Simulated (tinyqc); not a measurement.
# Kinetic Monte Carlo and master equation for a particle on a ring of sites with traps and bias, step by step

A worked calculation. Computed by tinyqc, a small Python program that keeps every step. Command: `OMP_NUM_THREADS=1 python tinyqc.py 3021497 3021498 out.jsonl kmc walk`. One thread of a shared host (Intel(R) Xeon(R) Processor @ 2.30GHz), about 0.08 s of CPU time with the checks. Intermediate numbers are printed to about 6 digits and carried at full precision; extremes and crossings named in words are read from the listed rows.

7 sites on a ring, numbered 1 to 7. The saddle between i and i+1 lies at E0 + s b_i and site i at s eps_i; a force F tilts the landscape, with the saddle half-way.

Inputs (values chosen for the exercise, for a model defect):
```
quantity,value,unit
reference barrier E0,0.31,eV
scale factor s of the disorder,1,-
attempt frequency nu,4.4,THz
temperature T,330,K
site spacing a,3.9,angstrom
force F along the ring,0.019,eV/angstrom
seed of the random numbers,871159,-
```

Disorder: both.

site energies eps_i (eV): [-0.037, 0, -0.027, 0, -0.065, 0, -0.07]

saddle shifts b_i between sites i and i+1 (eV): [-0.039, -0.014, -0.01, -0.0021, 0.0068, -0.029, 0.0046]

Constants: k_B = 8.617333262e-05 eV/K.

## Rate table

Rates: k(i to i+1) = nu exp(-(E0 + s b_i - s eps_i - F a/2)/(k_B T)), k(i to i-1) = nu exp(-(E0 + s b_(i-1) - s eps_i + F a/2)/(k_B T)). Share right = k right/(k right + k left); mean stay = 1/(k right + k left).

Rates, shares of right hops and mean stays:
```
site,k right (1/s),k left (1/s),share right,mean stay (s)
1,3.20250e+08,5.10468e+06,0.984310,3.07357e-09
2,4.88376e+08,8.68753e+07,0.848978,1.73837e-09
3,1.64180e+08,1.39556e+07,0.921657,5.61370e-09
4,3.21378e+08,3.13333e+07,0.911164,2.83518e-09
5,2.39008e+07,2.41365e+06,0.908277,3.80020e-08
6,8.27627e+08,1.73555e+07,0.979461,1.18346e-09
7,2.16596e+07,5.21353e+06,0.805995,3.72119e-08
```

The particle stays longest on site 5, 32.1 times as long as on the quickest site.

## Twelve steps of the residence-time algorithm

Random numbers:
```
step,r1,r2
1,0.5916,0.4572
2,0.0628,0.7895
3,0.7229,0.6652
4,0.9513,0.3275
5,0.6842,0.9486
6,0.2697,0.4555
7,0.1051,0.7398
8,0.6569,0.4522
9,0.9660,0.6379
10,0.1108,0.4818
11,0.0475,0.3832
12,0.3473,0.5802
```

Start on site 1 at t = 0. Hop right if r1 is below the share right, else left; advance the clock by -ln(r2) times the mean stay.

Trajectory:
```
step,site,hop,wait (s),clock (s),net hops
1,1,right,2.40548e-09,2.40548e-09,1
2,2,right,4.10874e-10,2.81635e-09,2
3,3,right,2.28852e-09,5.10488e-09,3
4,4,left,3.16482e-09,8.26969e-09,2
5,3,right,2.96224e-10,8.56592e-09,3
6,4,right,2.22947e-09,1.07954e-08,4
7,5,right,1.14529e-08,2.22483e-08,5
8,6,right,9.39227e-10,2.31875e-08,6
9,7,left,1.67295e-08,3.99170e-08,5
10,6,right,8.64191e-10,4.07812e-08,6
11,7,right,3.56936e-08,7.64748e-08,7
12,1,right,1.67320e-09,7.81480e-08,8
```

## Steady state

Master equation dP/dt = W P, W_(i+1,i) = k right, W_(i-1,i) = k left, columns summing to zero. The steady state is its null vector; drift v = a sum P_i (k right - k left). D = a^2 lambda''(0)/2, where lambda(q) is the leading eigenvalue of W with right hops weighted by exp(q) and left hops by exp(-q). The slowest relaxation rate is minus the real part of the next eigenvalue of W. 1 angstrom = 1e-8 cm.

occupations P_i: [0.034657, 0.020814, 0.062677, 0.031904, 0.398865, 0.013979, 0.437104]

drift velocity v = 2.53633 cm/s

diffusivity D = 1.26649e-07 cm^2/s

slowest relaxation rate = 6.59743e+07 1/s

The Boltzmann occupations exp(-s eps_i/(k_B T))/Z differ from these by at most 0.085: the current piles particles up in front of high saddles.

## Closed form at zero force

At zero force D0 = a^2 nu exp(-E0/(k_B T)) / [<exp(-s eps/(k_B T))> <exp(s b/(k_B T))>], with means over the ring; Einstein relation v = D0 F/(k_B T); 1 angstrom = 1e-8 cm.

zero-force diffusivity D0 = 3.69930e-08 cm^2/s

D0 over the value without disorder = 0.299829

Einstein drift = 2.47164 cm/s

F a/(k_B T) = 2.606; the true drift is 1.0262 times the Einstein value.

## Sampled drift against the exact one

400 independent walkers start on sites drawn with weights P_i (k right + k left), the steady shares of hops (random numbers not printed); the estimate is total displacement over total time, with its standard error from the spread between walkers.

Drift from sampling:
```
hops per walker,estimate (cm/s),standard error (cm/s),deviation in standard errors
10,2.54724,0.0714495,0.152747
30,2.54923,0.0410805,0.314216
100,2.53938,0.0222867,0.136914
300,2.53621,0.0131579,-0.008939
1000,2.53625,0.0070233,-0.011046
3000,2.53247,0.0041863,-0.920517
```

The exact drift is 2.536 cm/s. The standard error falls by a factor 3.17 from 100 to 1000 hops (sqrt10 = 3.16), and in the last row it is 0.17 % of the drift.

Checks made by the program: closed form against the master equation at zero force (relative difference 2e-06).
